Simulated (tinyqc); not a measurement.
Free-carrier optics of a doped semiconductor (Drude model with one polar phonon), step by step. Values are carried at full precision from step to step, so a last printed digit may differ when a step is redone from the rounded ones.

eps(E) = ei [1 - Ep^2/(E^2 + i E Gam)] + (es - ei) wT^2/(wT^2 - E^2 - i E gT), with Ep^2 = 8 pi c (e^2/(4 pi eps0)) N/(m ei), c = hbar^2/2m0, N in 1/angstrom^3 (1e-24 per 1/cm^3); Gam = hbar/tau, tau = mu m m0/e with m0/e = 5.685630e-12 kg/C and mu in m^2/(V s). Energies in meV.

Constants: hbar^2/2m0 = 3.80998211 eV angstrom^2; e^2/(4 pi eps0) = 14.39964547 eV angstrom; hbar = 6.58211957e-16 eV s; hbar c = 1973.269805 eV angstrom.

Parameters, chosen for this exercise (mass and dielectric values near those of SiC; N and mu are free inputs; interband absorption and the rise of the mass with filling are left out; the results hold for these values, not for the real material):
- N = 8.3e+17 1/cm^3 (carrier density)
- m = 0.426 m0 (conductivity mass)
- mu = 290 cm^2/(V s) (mobility)
- ei = 6.55 (high-frequency dielectric constant)
- wT = 99.9 meV (TO phonon)
- es = 9.73 (static dielectric constant)
- gT = 0.6 meV (phonon damping)
- E = 52.1 meV (photon energy)

## Plasma energy and damping

Evaluate Ep, tau, Gam, the plasma wavelength hc/Ep (hc = 1239.841984 eV nm) and the dc resistivity 1/(e N mu), e = 1.602176634e-19 C.

Ep = 20.25 meV
tau = 70.24 fs
Gam = 9.37 meV
plasma wavelength = 61.22 micrometre
rho = 0.0259 ohm cm

Ep/Gam = 2.16: the edge is smeared by scattering.

## Dielectric function at one energy

Insert the numbers.

free-carrier term = -0.9587+0.1724i
eps = 9.9593+0.1912i

## Optical constants

n + i k = sqrt(eps1 + i eps2) with k >= 0; R = ((n - 1)^2 + k^2)/((n + 1)^2 + k^2) at normal incidence from vacuum; alpha = 2 E k/(hbar c), times 1e8 for 1/cm; loss function Im(-1/eps) = eps2/(eps1^2 + eps2^2).

Convert eps at the photon energy E (in meV) into the optical constants.

n = 3.1560
k = 0.0303
R = 0.2692
alpha = 160 1/cm

Light of this energy penetrates 1/alpha = 62.5 micrometre.

## Coupled plasmon-phonon modes

Without damping eps = 0 gives E^4 - (wL^2 + Ep^2) E^2 + Ep^2 wT^2 = 0 with wL = wT sqrt(es/ei) (Lyddane-Sachs-Teller).

wL = 121.76 meV

L-, L+ (meV): 16.54  122.32

L+ lies 0.56 meV above the larger of wL and Ep; L- lies below wT by 83.36 meV.

## Checks

- Integral of E eps2 of the free-carrier term against (pi/2) ei Ep^2 (meV^2): both 4219.9.

Run: tinyqc, `OMP_NUM_THREADS=1 python tinyqc.py 1650397 1650398 out.jsonl`; Intel(R) Xeon(R) Processor @ 2.30GHz, one thread, shared host; about 0.01 s of CPU time with all checks.
